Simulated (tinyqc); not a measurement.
Worked calculation (part 1 of 2): MP2 on RHF in the sto-3g basis, frozen core, for BeH2, spin multiplicity 1. Computed by tinyqc, a small Python program that keeps every step (integrals from PySCF). Settings: charge = 0, multiplicity = 1, basis = sto-3g, method = RHF, frozen orbitals = 1, energy threshold = 1e-10, iteration cap = 75, orthogonalisation = symmetric, start = Wolfsberg-Helmholz matrix, DIIS depth = 6. Command: `OMP_NUM_THREADS=1 python tinyqc.py 30049 30050 out.jsonl` (the two numbers bound the seeds that draw the settings). One thread of a shared host (Intel(R) Xeon(R) Processor @ 2.60GHz), about 0.1 s of CPU time with the checks. Later iterations appear only in the table of the cycle.

## One-electron integrals

Geometry (angstrom):
```
atom         x          y         z
Be    0.000000   0.000000  0.000000
H     0.000000   1.587000  0.084000
H     0.000000  -1.587000  0.084000
```

Basis sto-3g: exponents (1/bohr^2) and contraction coefficients of normalised primitives:
```
element  l (shell)   exponent  coefficient
Be           s (1)  30.167871     0.154329
Be           s (1)   5.495115     0.535328
Be           s (1)   1.487193     0.444635
Be           s (2)   1.314833    -0.099967
Be           s (2)   0.305539     0.399513
Be           s (2)   0.099371     0.700115
Be           p (3)   1.314833     0.155916
Be           p (3)   0.305539     0.607684
Be           p (3)   0.099371     0.391957
H            s (1)   3.425251     0.154329
H            s (1)   0.623914     0.535328
H            s (1)   0.168855     0.444635
```

Overlap, kinetic and nuclear-attraction integrals over the contracted functions; the nuclear repulsion is the sum of Za Zb / Rab.

nuclear repulsion = 2.83055361 hartree

overlap S:
```
           1Be 1s    1Be 2s   1Be 2px    1Be 2py   1Be 2pz     2H 1s      3H 1s
1Be 1s   1.000000  0.259517  0.000000   0.000000  0.000000  0.040205   0.040205
1Be 2s   0.259517  1.000000  0.000000   0.000000  0.000000  0.363668   0.363668
1Be 2px  0.000000  0.000000  1.000000   0.000000  0.000000  0.000000   0.000000
1Be 2py  0.000000  0.000000  0.000000   1.000000  0.000000  0.446886  -0.446886
1Be 2pz  0.000000  0.000000  0.000000   0.000000  1.000000  0.023654   0.023654
2H 1s    0.040205  0.363668  0.000000   0.446886  0.023654  1.000000   0.012561
3H 1s    0.040205  0.363668  0.000000  -0.446886  0.023654  0.012561   1.000000
```

kinetic energy T (hartree):
```
            1Be 1s     1Be 2s   1Be 2px    1Be 2py   1Be 2pz      2H 1s      3H 1s
1Be 1s    6.693975  -0.033012  0.000000   0.000000  0.000000  -0.011268  -0.011268
1Be 2s   -0.033012   0.211111  0.000000   0.000000  0.000000   0.036398   0.036398
1Be 2px   0.000000   0.000000  0.660592   0.000000  0.000000   0.000000   0.000000
1Be 2py   0.000000   0.000000  0.000000   0.660592  0.000000   0.119290  -0.119290
1Be 2pz   0.000000   0.000000  0.000000   0.000000  0.660592   0.006314   0.006314
2H 1s    -0.011268   0.036398  0.000000   0.119290  0.006314   0.760032  -0.005225
3H 1s    -0.011268   0.036398  0.000000  -0.119290  0.006314  -0.005225   0.760032
```

nuclear attraction V (hartree):
```
             1Be 1s     1Be 2s    1Be 2px    1Be 2py    1Be 2pz      2H 1s      3H 1s
1Be 1s   -15.227050  -2.072073   0.000000   0.000000  -0.001353  -0.319411  -0.319411
1Be 2s    -2.072073  -2.958051   0.000000   0.000000  -0.012679  -0.981533  -0.981533
1Be 2px    0.000000   0.000000  -2.880026   0.000000   0.000000   0.000000   0.000000
1Be 2py    0.000000   0.000000   0.000000  -3.057942   0.000000  -1.174459   1.174459
1Be 2pz   -0.001353  -0.012679   0.000000   0.000000  -2.880525  -0.063164  -0.063164
2H 1s     -0.319411  -0.981533   0.000000  -1.174459  -0.063164  -2.721601  -0.040813
3H 1s     -0.319411  -0.981533   0.000000   1.174459  -0.063164  -0.040813  -2.721601
```

core Hamiltonian H = T + V (hartree):
```
            1Be 1s     1Be 2s    1Be 2px    1Be 2py    1Be 2pz      2H 1s      3H 1s
1Be 1s   -8.533075  -2.105085   0.000000   0.000000  -0.001353  -0.330679  -0.330679
1Be 2s   -2.105085  -2.746940   0.000000   0.000000  -0.012679  -0.945136  -0.945136
1Be 2px   0.000000   0.000000  -2.219434   0.000000   0.000000   0.000000   0.000000
1Be 2py   0.000000   0.000000   0.000000  -2.397350   0.000000  -1.055169   1.055169
1Be 2pz  -0.001353  -0.012679   0.000000   0.000000  -2.219933  -0.056850  -0.056850
2H 1s    -0.330679  -0.945136   0.000000  -1.055169  -0.056850  -1.961570  -0.046038
3H 1s    -0.330679  -0.945136   0.000000   1.055169  -0.056850  -0.046038  -1.961570
```

## Two-electron integrals

Functions are numbered as in S; the eight-fold symmetry (ij|kl) = (ji|kl) = (kl|ij) leaves the list below.

Two-electron integrals (ij|kl) in chemists' order, unique and non-zero (hartree):
```
(11|11) 2.298831    (21|11) 0.392036    (21|21) 0.079539    (22|11) 0.570988
(22|21) 0.143041    (22|22) 0.417683    (31|31) 0.014607    (32|31) 0.021888
(32|32) 0.092265    (33|11) 0.569578    (33|21) 0.143083    (33|22) 0.417589
(33|33) 0.449859    (41|41) 0.014607    (42|41) 0.021888    (42|42) 0.092265
(43|43) 0.024249    (44|11) 0.569578    (44|21) 0.143083    (44|22) 0.417589
(44|33) 0.401360    (44|44) 0.449859    (51|51) 0.014607    (52|51) 0.021888
(52|52) 0.092265    (53|53) 0.024249    (54|54) 0.024249    (55|11) 0.569578
(55|21) 0.143083    (55|22) 0.417589    (55|33) 0.401360    (55|44) 0.401360
(55|55) 0.449859    (61|11) 0.059950    (61|21) 0.012156    (61|22) 0.022055
(61|33) 0.021906    (61|41) 0.001068    (61|42) 0.002022    (61|44) 0.022364
(61|51) 0.000057    (61|52) 0.000107    (61|54) 0.000024    (61|55) 0.021907
(61|61) 0.001947    (62|11) 0.162244    (62|21) 0.041330    (62|22) 0.133746
(62|33) 0.128478    (62|41) 0.005364    (62|42) 0.034482    (62|44) 0.144114
(62|51) 0.000284    (62|52) 0.001825    (62|54) 0.000828    (62|55) 0.128521
(62|61) 0.006988    (62|62) 0.066933    (63|31) 0.003565    (63|32) 0.017230
(63|43) 0.005784    (63|53) 0.000306    (63|63) 0.005696    (64|11) 0.180327
(64|21) 0.046454    (64|22) 0.157399    (64|33) 0.148115    (64|41) 0.008615
(64|42) 0.053290    (64|44) 0.175763    (64|51) 0.000267    (64|52) 0.001909
(64|54) 0.001157    (64|55) 0.148160    (64|61) 0.008160    (64|62) 0.089076
(64|64) 0.121674    (65|11) 0.009545    (65|21) 0.002459    (65|22) 0.008331
(65|33) 0.007840    (65|41) 0.000267    (65|42) 0.001909    (65|44) 0.008691
(65|51) 0.003579    (65|52) 0.017331    (65|54) 0.005829    (65|55) 0.008454
(65|61) 0.000432    (65|62) 0.004715    (65|64) 0.006139    (65|65) 0.006021
(66|11) 0.331877    (66|21) 0.085975    (66|22) 0.312916    (66|33) 0.290701
(66|41) 0.012319    (66|42) 0.104655    (66|44) 0.356867    (66|51) 0.000652
(66|52) 0.005539    (66|54) 0.003502    (66|55) 0.290887    (66|61) 0.014809
(66|62) 0.203826    (66|64) 0.286535    (66|65) 0.015166    (66|66) 0.774606
(71|11) 0.059950    (71|21) 0.012156    (71|22) 0.022055    (71|33) 0.021906
(71|41) -0.001068   (71|42) -0.002022   (71|44) 0.022364    (71|51) 0.000057
(71|52) 0.000107    (71|54) -0.000024   (71|55) 0.021907    (71|61) 0.001780
(71|62) 0.005903    (71|64) 0.006431    (71|65) 0.000369    (71|66) 0.012198
(71|71) 0.001947    (72|11) 0.162244    (72|21) 0.041330    (72|22) 0.133746
(72|33) 0.128478    (72|41) -0.005364   (72|42) -0.034482   (72|44) 0.144114
(72|51) 0.000284    (72|52) 0.001825    (72|54) -0.000828   (72|55) 0.128521
(72|61) 0.005903    (72|62) 0.032836    (72|64) 0.035803    (72|65) 0.002292
(72|66) 0.073198    (72|71) 0.006988    (72|72) 0.066933    (73|31) 0.003565
(73|32) 0.017230    (73|43) -0.005784   (73|53) 0.000306    (73|63) 0.002117
(73|73) 0.005696    (74|11) -0.180327   (74|21) -0.046454   (74|22) -0.157399
(74|33) -0.148115   (74|41) 0.008615    (74|42) 0.053290    (74|44) -0.175763
(74|51) -0.000267   (74|52) -0.001909   (74|54) 0.001157    (74|55) -0.148160
(74|61) -0.006431   (74|62) -0.035803   (74|64) -0.038159   (74|65) -0.002464
(74|66) -0.079738   (74|71) -0.008160   (74|72) -0.089076   (74|74) 0.121674
(75|11) 0.009545    (75|21) 0.002459    (75|22) 0.008331    (75|33) 0.007840
(75|41) -0.000267   (75|42) -0.001909   (75|44) 0.008691    (75|51) 0.003579
(75|52) 0.017331    (75|54) -0.005829   (75|55) 0.008454    (75|61) 0.000369
(75|62) 0.002292    (75|64) 0.002464    (75|65) 0.002274    (75|66) 0.005199
(75|71) 0.000432    (75|72) 0.004715    (75|74) -0.006139   (75|75) 0.006021
(76|11) 0.007745    (76|21) 0.001918    (76|22) 0.005449    (76|33) 0.005377
(76|44) 0.005585    (76|51) 0.000028    (76|52) 0.000140    (76|55) 0.005382
(76|61) 0.000297    (76|62) 0.001790    (76|64) 0.002133    (76|65) 0.000139
(76|66) 0.004285    (76|71) 0.000297    (76|72) 0.001790    (76|74) -0.002133
(76|75) 0.000139    (76|76) 0.000072    (77|11) 0.331877    (77|21) 0.085975
(77|22) 0.312916    (77|33) 0.290701    (77|41) -0.012319   (77|42) -0.104655
(77|44) 0.356867    (77|51) 0.000652    (77|52) 0.005539    (77|54) -0.003502
(77|55) 0.290887    (77|61) 0.012198    (77|62) 0.073198    (77|64) 0.079738
(77|65) 0.005199    (77|66) 0.166718    (77|71) 0.014809    (77|72) 0.203826
(77|74) -0.286535   (77|75) 0.015166    (77|76) 0.004285    (77|77) 0.774606
```

## Orthogonalisation

S = U s U^T; symmetric (Loewdin) form X = U s^(-1/2) U^T, so that X^T S X = 1.

eigenvalues of S: 0.361696  0.449536  0.952267  1.000000  1.004733  1.606025  1.625744

X:
```
            1Be 1s     1Be 2s   1Be 2px    1Be 2py    1Be 2pz      2H 1s      3H 1s
1Be 1s    1.028527  -0.150272  0.000000   0.000000  -0.000928   0.020890   0.020890
1Be 2s   -0.150272   1.156311  0.000000   0.000000   0.008209  -0.223454  -0.223454
1Be 2px   0.000000   0.000000  1.000000   0.000000   0.000000   0.000000   0.000000
1Be 2py   0.000000   0.000000  0.000000   1.219156   0.000000  -0.310571   0.310571
1Be 2pz  -0.000928   0.008209  0.000000   0.000000   1.000519  -0.014203  -0.014203
2H 1s     0.020890  -0.223454  0.000000  -0.310571  -0.014203   1.172746  -0.055139
3H 1s     0.020890  -0.223454  0.000000   0.310571  -0.014203  -0.055139   1.172746
```

## Starting guess

The start is the generalised Wolfsberg-Helmholz matrix (K = 1.75) built on H; D = 2 C_occ C_occ^T.

D at the start:
```
            1Be 1s     1Be 2s   1Be 2px    1Be 2py    1Be 2pz      2H 1s      3H 1s
1Be 1s    2.041458  -0.168737  0.000000   0.000000  -0.016944  -0.200879  -0.200879
1Be 2s   -0.168737   0.800677  0.000000   0.000000   0.047828   0.475070   0.475070
1Be 2px   0.000000   0.000000  0.000000   0.000000   0.000000   0.000000   0.000000
1Be 2py   0.000000   0.000000  0.000000   0.840312   0.000000   0.418496  -0.418496
1Be 2pz  -0.016944   0.047828  0.000000   0.000000   0.002880   0.028723   0.028723
2H 1s    -0.200879   0.475070  0.000000   0.418496   0.028723   0.495358   0.078515
3H 1s    -0.200879   0.475070  0.000000  -0.418496   0.028723   0.078515   0.495358
```

## Iteration 1: building the Fock matrix

J_ij = sum D_kl (ij|kl), K_ij = sum D_kl (ik|jl); F = H + J - 0.5 K; E = tr D H + tr D J / 2 - 0.25 tr D K + E_nn.

Coulomb J (hartree):
```
           1Be 1s    1Be 2s   1Be 2px    1Be 2py   1Be 2pz     2H 1s      3H 1s
1Be 1s   6.391218  1.240953  0.000000   0.000000  0.003602  0.191242   0.191242
1Be 2s   1.240953  2.615654  0.000000   0.000000  0.022162  0.878038   0.878038
1Be 2px  0.000000  0.000000  2.551493   0.000000  0.000000  0.000000   0.000000
1Be 2py  0.000000  0.000000  0.000000   2.733557  0.000000  1.055612  -1.055612
1Be 2pz  0.003602  0.022162  0.000000   0.000000  2.552045  0.058313   0.058313
2H 1s    0.191242  0.878038  0.000000   1.055612  0.058313  2.227333   0.035254
3H 1s    0.191242  0.878038  0.000000  -1.055612  0.058313  0.035254   2.227333
```

exchange K (hartree):
```
            1Be 1s    1Be 2s   1Be 2px    1Be 2py    1Be 2pz     2H 1s      3H 1s
1Be 1s    4.615597  0.827757  0.000000   0.000000  -0.001234  0.126561   0.126561
1Be 2s    0.827757  0.876674  0.000000   0.000000   0.045838  0.519076   0.519076
1Be 2px   0.000000  0.000000  0.162324   0.000000   0.000000  0.000000   0.000000
1Be 2py   0.000000  0.000000  0.000000   0.977652   0.000000  0.597479  -0.597479
1Be 2pz  -0.001234  0.045838  0.000000   0.000000   0.165089  0.034533   0.034533
2H 1s     0.126561  0.519076  0.000000   0.597479   0.034533  0.970538   0.015002
3H 1s     0.126561  0.519076  0.000000  -0.597479   0.034533  0.015002   0.970538
```

Fock matrix F (hartree):
```
            1Be 1s     1Be 2s   1Be 2px    1Be 2py    1Be 2pz      2H 1s      3H 1s
1Be 1s   -4.449656  -1.278011  0.000000   0.000000   0.002866  -0.202718  -0.202718
1Be 2s   -1.278011  -0.569623  0.000000   0.000000  -0.013436  -0.326636  -0.326636
1Be 2px   0.000000   0.000000  0.250896   0.000000   0.000000   0.000000   0.000000
1Be 2py   0.000000   0.000000  0.000000  -0.152619   0.000000  -0.298297   0.298297
1Be 2pz   0.002866  -0.013436  0.000000   0.000000   0.249568  -0.015804  -0.015804
2H 1s    -0.202718  -0.326636  0.000000  -0.298297  -0.015804  -0.219506  -0.018285
3H 1s    -0.202718  -0.326636  0.000000   0.298297  -0.015804  -0.018285  -0.219506
```

total energy of this density = -15.47023372 hartree

## Iteration 1: diagonalisation and new density

Diagonalise F' = X^T F X, C = X C', fill 3 alpha and 3 beta electrons from the bottom; D = 2 C_occ C_occ^T. Each column has its largest component positive (the first on a tie).

F' = X^T F X (hartree):
```
           1          2         3          4          5          6          7
1  -4.338492  -0.703084  0.000000   0.000000   0.002624   0.002113   0.002113
2  -0.703084  -0.131477  0.000000   0.000000  -0.000467  -0.272068  -0.272068
3   0.000000   0.000000  0.250896   0.000000   0.000000   0.000000   0.000000
4   0.000000   0.000000  0.000000   0.186121   0.000000  -0.369568   0.369568
5   0.002624  -0.000467  0.000000   0.000000   0.250523  -0.018477  -0.018477
6   0.002113  -0.272068  0.000000  -0.369568  -0.018477   0.048282  -0.073912
7   0.002113  -0.272068  0.000000   0.369568  -0.018477  -0.073912   0.048282
```

orbital energies (hartree): MO1 -4.453671, MO2 -0.401765, MO3 -0.369468, MO4 0.248246, MO5 0.250896, MO6 0.362113, MO7 0.677783

coefficients C:
```
               MO1        MO2        MO3        MO4       MO5        MO6        MO7
1Be 1s    0.990994  -0.209527   0.000000   0.042805  0.000000  -0.231346   0.000000
1Be 2s    0.034467   0.594174   0.000000  -0.175322  0.000000   1.036629   0.000000
1Be 2px   0.000000   0.000000   0.000000   0.000000  1.000000   0.000000   0.000000
1Be 2py   0.000000   0.000000   0.515438   0.000000  0.000000   0.000000   1.188938
1Be 2pz  -0.000317   0.020997   0.000000   0.984604  0.000000   0.177836   0.000000
2H 1s    -0.004938   0.404130   0.419605   0.087187  0.000000  -0.710032  -0.821119
3H 1s    -0.004938   0.404130  -0.419605   0.087187  0.000000  -0.710032   0.821119
```

D after iteration 1:
```
            1Be 1s     1Be 2s   1Be 2px    1Be 2py    1Be 2pz      2H 1s      3H 1s
1Be 1s    2.051940  -0.180678  0.000000   0.000000  -0.009428  -0.179139  -0.179139
1Be 2s   -0.180678   0.708462  0.000000   0.000000   0.024930   0.479907   0.479907
1Be 2px   0.000000   0.000000  0.000000   0.000000   0.000000   0.000000   0.000000
1Be 2py   0.000000   0.000000  0.000000   0.531352   0.000000   0.432560  -0.432560
1Be 2pz  -0.009428   0.024930  0.000000   0.000000   0.000882   0.016974   0.016974
2H 1s    -0.179139   0.479907  0.000000   0.432560   0.016974   0.678828  -0.025445
3H 1s    -0.179139   0.479907  0.000000  -0.432560   0.016974  -0.025445   0.678828
```

## Iteration 7 (converged): orbitals

converged F (hartree):
```
            1Be 1s     1Be 2s   1Be 2px    1Be 2py    1Be 2pz      2H 1s      3H 1s
1Be 1s   -4.531550  -1.289992  0.000000   0.000000   0.001219  -0.206701  -0.206701
1Be 2s   -1.289992  -0.591278  0.000000   0.000000  -0.008587  -0.331576  -0.331576
1Be 2px   0.000000   0.000000  0.213707   0.000000   0.000000   0.000000   0.000000
1Be 2py   0.000000   0.000000  0.000000  -0.138030   0.000000  -0.298518   0.298518
1Be 2pz   0.001219  -0.008587  0.000000   0.000000   0.213105  -0.012208  -0.012208
2H 1s    -0.206701  -0.331576  0.000000  -0.298518  -0.012208  -0.226781  -0.012755
3H 1s    -0.206701  -0.331576  0.000000   0.298518  -0.012208  -0.012755  -0.226781
```

As before.

F' = X^T F X (hartree):
```
           1          2         3          4          5          6          7
1  -4.422189  -0.699904  0.000000   0.000000   0.000481  -0.001300  -0.001300
2  -0.699904  -0.153654  0.000000   0.000000   0.003444  -0.272675  -0.272675
3   0.000000   0.000000  0.213707   0.000000   0.000000   0.000000   0.000000
4   0.000000   0.000000  0.000000   0.205669   0.000000  -0.370582   0.370582
5   0.000481   0.003444  0.000000   0.000000   0.213900  -0.015061  -0.015061
6  -0.001300  -0.272675  0.000000  -0.370582  -0.015061   0.040301  -0.065738
7  -0.001300  -0.272675  0.000000   0.370582  -0.015061  -0.065738   0.040301
```

orbital energies (hartree): MO1 -4.534898, MO2 -0.414001, MO3 -0.370591, MO4 0.211874, MO5 0.213707, MO6 0.349645, MO7 0.682299

coefficients C:
```
               MO1        MO2        MO3        MO4       MO5        MO6        MO7
1Be 1s    0.991881  -0.211914   0.000000   0.032894  0.000000  -0.226947   0.000000
1Be 2s    0.031009   0.611764   0.000000  -0.137799  0.000000   1.032164   0.000000
1Be 2px   0.000000   0.000000   0.000000   0.000000  1.000000   0.000000   0.000000
1Be 2py   0.000000   0.000000   0.495340   0.000000  0.000000   0.000000   1.197450
1Be 2pz  -0.000045   0.011811   0.000000   0.989597  0.000000   0.148555   0.000000
2H 1s    -0.003832   0.392357   0.433375   0.070889  0.000000  -0.718407  -0.813935
3H 1s    -0.003832   0.392357  -0.433375   0.070889  0.000000  -0.718407   0.813935
```

D after iteration 7:
```
            1Be 1s     1Be 2s   1Be 2px    1Be 2py    1Be 2pz      2H 1s      3H 1s
1Be 1s    2.057473  -0.197769  0.000000   0.000000  -0.005096  -0.173893  -0.173893
1Be 2s   -0.197769   0.750434  0.000000   0.000000   0.014448   0.479822   0.479822
1Be 2px   0.000000   0.000000  0.000000   0.000000   0.000000   0.000000   0.000000
1Be 2py   0.000000   0.000000  0.000000   0.490723   0.000000   0.429336  -0.429336
1Be 2pz  -0.005096   0.014448  0.000000   0.000000   0.000279   0.009269   0.009269
2H 1s    -0.173893   0.479822  0.000000   0.429336   0.009269   0.683544  -0.067711
3H 1s    -0.173893   0.479822  0.000000  -0.429336   0.009269  -0.067711   0.683544
```

## Convergence

Stop when the energy changes by less than 1e-10 hartree and every element of the error matrix X^T (F D S - S D F) X is below 3e-06.

Course of the cycle:
```
iteration   E (hartree)     change  largest element of the error matrix
1          -15.47023372          -                             1.68e-01
2          -15.50624007  -3.60e-02                             1.87e-02
3          -15.50705438  -8.14e-04                             3.15e-03
4          -15.50709176  -3.74e-05                             2.62e-04
5          -15.50709215  -3.83e-07                             4.39e-05
6          -15.50709215  -5.89e-09                             1.36e-07
7          -15.50709215  -1.07e-14                             5.46e-09
```

PySCF RHF in the same basis = -15.50709215 hartree

Converged in 7 iterations.

## Populations, bond orders and dipole

Mulliken: Z minus the diagonal of D S on the atom; Loewdin: the same with S^(1/2) D S^(1/2); Mayer order: 2 sum_s sum (D(s) S)_ij (D(s) S)_ji over the two atoms.

Charges (e):
```
atom   Mulliken    Loewdin
1Be    0.084563   0.072661
2H    -0.042282  -0.036331
3H    -0.042282  -0.036331
```

Mayer bond orders:
```
pair     order
2-1   0.991279
3-1   0.991279
3-2   0.006933
```

dipole moment about the origin, x y z (debye): 0.000000  0.000000  -0.238854
